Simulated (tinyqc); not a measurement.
Transmission around the level: tunnelling through a thin dielectric with one trap, as a tight-binding chain.

Hopping -t everywhere, t = c/(m a^2), c = hbar^2/2m0; lead sites at 2t (band bottom 0), barrier sites 1 to N at 2t + phi, and site j has U besides. No voltage. Leads give S = -t exp(ika) on sites 1 and N, cos(ka) = 1 - E/(2t). T = (2 t sin(ka))^2 |G_1N|^2, G = (E - H - S)^-1. In the barrier cosh(q a) = 1 + (phi - E)/(2t).

Resonance: the lowest eigenvalue of H + S(E), iterated until its real part equals E (40 rounds from Eb = phi + 2t - sqrt(4t^2 + U^2), the level in an endless barrier). With v the normalised squared amplitudes of that state, Gamma_L = 2 t sin(ka) v_1, Gamma_R = 2 t sin(ka) v_N; Breit-Wigner T = Gamma_L Gamma_R/((E - Er)^2 + (Gamma_L + Gamma_R)^2/4).

Constants: hbar^2/2m0 = 3.80998211 eV angstrom^2.

Inputs chosen for the exercise (barrier and mass of the size used for Al2O3 on silicon; not measured data):

| symbol | value | unit | meaning |
|---|---|---|---|
| a | 3 | angstrom | site spacing |
| m | 0.27 | m0 | mass, the same in leads and barrier |
| phi | 2.16 | eV | conduction edge of the barrier above that of the leads |
| N | 8 |  | barrier sites |
| j | 5 |  | site of the trap |
| U | -3.48 | eV | extra energy on the trap site |

Er = 0.61029 eV

widths (meV): left 0.89553, right 6.0707

Energies Er + x (Gamma_L + Gamma_R).

T:

| x | E (eV) | chain | Breit-Wigner | no trap |
|---|---|---|---|---|
| -8.0 | 0.5546 | 0.00137 | 0.00174 | 6.05e-07 |
| -3.0 | 0.5894 | 0.0111 | 0.0121 | 7.29e-07 |
| -1.0 | 0.6033 | 0.0874 | 0.0896 | 7.85e-07 |
| -0.5 | 0.6068 | 0.222 | 0.224 | 8.00e-07 |
| 0.0 | 0.6103 | 0.448 | 0.448 | 8.15e-07 |
| 0.5 | 0.6138 | 0.228 | 0.224 | 8.30e-07 |
| 1.0 | 0.6173 | 0.0927 | 0.0896 | 8.45e-07 |
| 3.0 | 0.6312 | 0.0133 | 0.0121 | 9.10e-07 |
| 8.0 | 0.6660 | 0.00223 | 0.00174 | 1.09e-06 |

What does the comparison show, and why?

At Er the chain gives 0.448, 5.5e+05 times the value without trap, and Breit-Wigner 0.448. In the wings the single pole gives 1.27 times the chain value at x = -8 and 0.782 times at x = 8, because the widths and the level shift change with energy.

Run: tinyqc, `OMP_NUM_THREADS=1 python tinyqc.py 1482116 1482117 out.jsonl`; Intel(R) Xeon(R) Processor @ 2.30GHz, one thread, shared host; about 0.04 s of CPU time with all checks.
